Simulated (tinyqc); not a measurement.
Comparisons within one model: metal-induced gap states at the contact of a metal chain and a two-band chain. A value that a table varies takes the place of the one given here.

The semiconductor alternates sites A at -Eg/2 and C at +Eg/2 with hopping -t; the gap runs from -Eg/2 to Eg/2. In the gap cosh(q a) = 1 + (Eg^2/4 - E^2)/(2 t^2) and the amplitude changes by -exp(-q a) a period. The metal has site energy 0 and hopping -tm; its end site has g_m = (E - i sqrt(4 tm^2 - E^2))/(2 tm^2). Sites 1, 2, ... count into the semiconductor, with energies e1, e2 alternating. The clean half chain has g1 = 1/(E - e1 - t^2 g2), g2 = 1/(E - e2 - t^2 g1), decaying root. With the contact G11 = 1/(1/g1 - tc^2 g_m), and the density on site j is -Im G_jj/pi = |psi_j/psi_1|^2 (-Im G11/pi), per spin, with psi_2/psi_1 = -t g2, psi_3/psi_2 = -t g1.

Constants: e^2/(4 pi eps0) = 14.39964547 eV angstrom.

Values chosen for the exercise (gap and optical dielectric constant near those of GaAs; the chain itself is a model; the results hold for these values, not for the real material): Eg = 1.4 eV (gap); t = 1.93 eV (hopping in the semiconductor); tm = 2.36 eV (hopping in the metal); tc = 2.01 eV (hopping across the contact); end = A (site that touches the metal); a = 4 angstrom (period (two sites); one chain for each area a^2); eps = 11.1 (dielectric constant); E = -0.48 eV (energy from mid-gap).

## Across the gap

E = f Eg. Share on C: the part of the summed density that lies on C sites, whose orbitals make the conduction edge.

Gap states:

| f | E (eV) | xi = 1/(2q) (angstrom) | D1 (1/eV) | D2 (1/eV) | sum (1/eV) | share on C |
|---|---|---|---|---|---|---|
| -0.48 | -0.672 | 19.70 | 0.1709 | 0.0032 | 0.9472 | 0.018 |
| -0.40 | -0.560 | 9.21 | 0.1448 | 0.0129 | 0.4478 | 0.082 |
| -0.30 | -0.420 | 6.92 | 0.1202 | 0.0225 | 0.3251 | 0.158 |
| -0.15 | -0.210 | 5.81 | 0.0905 | 0.0345 | 0.2512 | 0.276 |
| 0.00 | 0.000 | 5.54 | 0.0659 | 0.0459 | 0.2175 | 0.411 |
| 0.15 | 0.210 | 5.81 | 0.0446 | 0.0587 | 0.2074 | 0.568 |
| 0.30 | 0.420 | 6.92 | 0.0253 | 0.0757 | 0.2300 | 0.750 |
| 0.40 | 0.560 | 9.21 | 0.0129 | 0.0934 | 0.3016 | 0.879 |
| 0.48 | 0.672 | 19.70 | 0.0027 | 0.1206 | 0.6711 | 0.978 |

How do the results move?

The decay length xi of the density is shortest at mid-gap, 5.54 angstrom, and grows to 19.7 near the edges. The summed density is least at f = 0.15 (0.2074) and largest at f = -0.48 (0.9472 1/eV). The share on C goes from 0.02 to 0.98 and passes one half near f = +0.085, a point that depends on which site ends the chain. The states turn from valence-like to conduction-like across the gap; the branch point, where the decay is fastest, lies at mid-gap in this symmetric chain and is the usual estimate of the neutrality level.

## Wider gaps pin less

E = 0; Eg is varied and eps follows 1 + (eps0 - 1)(Eg0/Eg), with the given Eg and eps as Eg0 and eps0. xi = 1/(2q), N = 2 (summed density)/a^2, S = 1/(1 + 4 pi e^2 N xi/eps).

Against the gap:

| Eg (eV) | eps | xi (angstrom) | summed density (1/eV) | S | S at fixed eps |
|---|---|---|---|---|---|
| 0.50 | 29.28 | 15.45 | 0.6259 | 0.118 | 0.048 |
| 0.75 | 19.85 | 10.31 | 0.4146 | 0.170 | 0.103 |
| 1.10 | 13.85 | 7.04 | 0.2797 | 0.237 | 0.199 |
| 1.50 | 10.43 | 5.18 | 0.2022 | 0.306 | 0.319 |
| 2.30 | 7.15 | 3.40 | 0.1273 | 0.422 | 0.531 |
| 3.40 | 5.16 | 2.34 | 0.0812 | 0.546 | 0.721 |
| 5.50 | 3.57 | 1.51 | 0.0438 | 0.705 | 0.881 |
| 9.00 | 2.57 | 1.01 | 0.0210 | 0.843 | 0.959 |

What can be read from the table?

From Eg = 0.5 to 9 eV xi falls by a factor 15.4 and the summed density by 29.9, so at fixed eps S rises from 0.05 to 0.96. The weaker screening of wide-gap solids works against this: with it S goes from 0.12 to 0.84.

## Weakening the contact bond

At the given E, tc is varied, as by a thin spacer. xi = 1/(2q), N = 2 (summed density)/a^2, S = 1/(1 + 4 pi e^2 N xi/eps) with xi and eps kept.

Against tc:

| tc (eV) | D1 (1/eV) | summed density (1/eV) | S |
|---|---|---|---|
| 0.10 | 0.00148 | 0.00414 | 0.9397 |
| 0.25 | 0.00922 | 0.02576 | 0.7149 |
| 0.50 | 0.03586 | 0.10018 | 0.3920 |
| 0.80 | 0.08341 | 0.23297 | 0.2171 |
| 1.20 | 0.13862 | 0.38719 | 0.1430 |
| 1.80 | 0.14236 | 0.39763 | 0.1397 |
| 2.50 | 0.09949 | 0.27789 | 0.1886 |
| 3.50 | 0.05697 | 0.15914 | 0.2887 |

What does this show, and why?

For a weak bond the density goes as tc^2 (ratio 6.22 between 0.25 and 0.1 eV, against 6.25). It is largest at tc = 1.8 eV among these rows and falls beyond, as the first site pairs off with the metal. S is 0.940 at 0.1 eV and has its least value, 0.140, in that row.

## What each parameter does

xi = 1/(2q), summed density, and S = 1/(1 + 4 pi e^2 N xi/eps), N = 2 (summed density)/a^2. Each row changes one parameter from the base and keeps the others.

Results:

| case | xi (angstrom) | summed density (1/eV) | S |
|---|---|---|---|
| base | 7.598 | 0.36353 | 0.1509 |
| Eg = 1.54 eV | 6.437 | 0.30538 | 0.1998 |
| t = 2.123 eV | 8.353 | 0.37488 | 0.1355 |
| tm = 2.596 eV | 7.598 | 0.38280 | 0.1444 |
| tc = 2.211 eV | 7.598 | 0.32747 | 0.1647 |
| eps = 12.21 | 7.598 | 0.36353 | 0.1635 |
| end = C | 7.598 | 0.24986 | 0.2054 |

What can be read from the table?

The largest shifts from the base row, up to three for each result and ties (the steps differ in size, so this ranks the rows, not the parameters). xi (angstrom): Eg -1.161, t +0.756; unchanged at the printed digits by tm, tc, eps and end. summed density (1/eV): end -0.11367, Eg -0.05815, tc -0.03606; unchanged at the printed digits by eps. S: end +0.0545, Eg +0.0489, t -0.0154. The decay length belongs to the semiconductor alone; the metal and the contact set only the amplitude.

Computed by tinyqc, a small Python program: `OMP_NUM_THREADS=1 python tinyqc.py 1452138 1452139 out.jsonl` (the numbers bound the seed that draws the inputs); one thread of a shared host (Intel(R) Xeon(R) Processor @ 2.30GHz), about 0.01 s for the whole set of steps.
